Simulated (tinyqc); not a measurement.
# Schottky diode by the thermionic emission-diffusion theory: several studies

Metal on an n-type semiconductor with one parabolic valley; V > 0 is forward bias (metal positive). The band bends as a parabola over the depletion layer, by Vd = Vbi - V; no image force. Carriers drift and diffuse up to the interface and leave it with the velocity vR.

Inputs (values chosen for the exercise); band and dielectric values close to those of gallium nitride: temperature T = 350 K; electron mass me = 0.197 m0; relative permittivity eps_r = 9.68; electron mobility mun = 50 cm^2/(V s); barrier height seen from the metal phi = 1.15 eV; donor density Nd = 8.6e15 cm^-3; bias V = 0.5 V.

Constants: q = 1.602176634e-19 C, kB = 1.380649e-23 J/K, h = 6.62607015e-34 J s, m0 = 9.1093837015e-31 kg, Vt = kB T/q, eps0 = 8.8541878128e-14 F/cm where lengths are in cm. Results are converted to the units shown.

Each table varies one quantity; the others keep the values above.

## Effect of the mobility

A* = 4 pi q me m0 kB^2/h^3 (times 1e-4 for A/(cm^2 K^2)); Nc = 2 (2 pi me m0 kB T/h^2)^1.5 (times 1e-6 for cm^-3); Vbi = phi - Vt ln(Nc/Nd); vR = A* T^2/(q Nc). LD = sqrt(eps0 eps_r Vt/(q Nd)), a = sqrt((Vbi - V)/Vt), D(a) = exp(-a^2) int_0^a exp(s^2) ds (Dawson), vD = mun Vt/(sqrt(2) LD D(a)). J = q Nc [vR vD/(vR + vD)] exp(-phi/Vt) [exp(V/Vt) - 1].

The same in every row: vR (cm/s) = 6.5465e6.

Result of one run:
```
mun (cm^2/(V s)),vD (cm/s),vD/(vR + vD),J (A/cm^2)
4.4,1.6624e5,0.024765,3.1380e-5
```

What becomes of these results when the electron mobility mun is changed from 4.4 to 2700 cm^2/(V s), all else the same?

Result of the changed run:
```
mun (cm^2/(V s)),vD (cm/s),vD/(vR + vD),J (A/cm^2)
2700,1.0201e8,0.93969,0.0011907
```

The whole series:
```
mun (cm^2/(V s)),vD (cm/s),vD/(vR + vD),J (A/cm^2)
1.2,45337,0.0068778,8.7151e-6
4.4,1.6624e5,0.024765,3.1380e-5
16,6.0450e5,0.084534,1.0712e-4
57,2.1535e6,0.24753,3.1366e-4
210,7.9341e6,0.54791,6.9428e-4
750,2.8336e7,0.81233,0.0010293
2700,1.0201e8,0.93969,0.0011907
9800,3.7026e8,0.98263,0.0012451
```

J rises from 8.72e-6 to 0.00125 A/cm^2, as mun^(0.99) between the first two rows and mun^(0.03) between the last two. vD equals vR at mun = 173 cm^2/(V s): below that diffusion limits the current, above it emission. In 2 of the 8 rows vD exceeds 3e7 cm/s, beyond usual saturation velocities, since the low-field mobility is used at the surface field.

## Effect of the doping

Same model as above.

The same in every row: vR (cm/s) = 6.546e6.

Effect of the doping:
```
Nd (cm^-3),vD (cm/s),vD/(vR + vD),J (A/cm^2)
9.7e13,1.670e5,0.02488,3.152e-5
4e14,3.622e5,0.05242,6.642e-5
1.7e15,7.920e5,0.1079,1.368e-4
7e15,1.692e6,0.2054,2.603e-4
2.9e16,3.610e6,0.3554,4.504e-4
1.2e17,7.664e6,0.5393,6.834e-4
5.1e17,1.645e7,0.7153,9.064e-4
```

What does the comparison show?

vD rises from 1.67e5 to 1.64e7 cm/s, as Nd^(0.54) at fixed mobility, and J rises from 3.15e-5 to 9.06e-4 A/cm^2, while the pure emission value 0.00127 A/cm^2 does not depend on Nd.

## Current against voltage

Same model as above.

Ideality n = (dV/d ln[J/(1 - exp(-V/Vt))])/Vt.

Current against voltage:
```
V (V),vD (cm/s),vD/(vR + vD),J (A/cm^2),n
0.05,2.6821e6,0.29063,9.8770e-11,1.0121
0.169,2.4972e6,0.27612,5.9721e-9,1.0143
0.289,2.2956e6,0.25962,3.0121e-7,1.0174
0.408,2.0763e6,0.24079,1.4445e-5,1.0219
0.527,1.8304e6,0.21851,6.7775e-4,1.0293
0.647,1.5419e6,0.19063,0.031602,1.0437
0.766,1.1817e6,0.15291,1.3107,1.0827
0.885,6.7802e5,0.093850,41.592,1.2305
```

What does the table show?

vD falls from 2.68e6 to 6.78e5 cm/s and the share vD/(vR + vD) falls from 0.291 to 0.0938; n goes from 1.012 to 1.230. It exceeds 1 only as far as vD, which falls with the surface field, limits the current.

Program tinyqc, `OMP_NUM_THREADS=1 python tinyqc.py 2640101 2640102 out.jsonl`; Intel Xeon 2.30GHz, shared host, one thread, about 0.01 s.
